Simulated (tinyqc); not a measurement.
Time-dependent dielectric breakdown: cell percolation, Weibull statistics, area scaling and voltage extrapolation: one step, computed by the program tinyqc.

The oxide is divided into columns of area a^2, each holding m = t_ox/a cells (m is taken as continuous). A share lambda(t) = (t/t_1)^alpha of the cells is defective, and a column whose cells are all defective breaks down.

Question. Fitting the sample. W = ln(-ln(1 - F_i)) with the median ranks F_i. Least squares in W: W = beta ln t - beta ln t63. Maximum likelihood: solve sum t^b ln t/sum t^b - 1/b = mean of ln t for b, then t63 = (mean of t^b)^(1/b).

Weibull plot:

| i | t (s) | F_i | ln t | W |
|---|---|---|---|---|
| 1 | 1744.33 | 0.0673077 | 7.464127 | -2.663843 |
| 2 | 2583.73 | 0.1634615 | 7.856988 | -1.723263 |
| 3 | 3070.19 | 0.2596154 | 8.029495 | -1.202023 |
| 4 | 5059.18 | 0.3557692 | 8.528960 | -0.821667 |
| 5 | 5179.40 | 0.4519231 | 8.552444 | -0.508595 |
| 6 | 7181.37 | 0.5480769 | 8.879245 | -0.230365 |
| 7 | 7890.15 | 0.6442308 | 8.973371 | 0.032925 |
| 8 | 9678.78 | 0.7403846 | 9.177692 | 0.299033 |
| 9 | 10250.93 | 0.8365385 | 9.235124 | 0.593977 |
| 10 | 11679.24 | 0.9326923 | 9.365568 | 0.992689 |

Give: slope by least squares; t63 by least squares; slope by maximum likelihood; t63 by maximum likelihood.

Answer.

slope by least squares = 1.713

t63 by least squares = 7418 s

slope by maximum likelihood = 2.096

t63 by maximum likelihood = 7279 s

Caution: t_1 is an input here; in a real oxide it changes with thickness at fixed voltage.
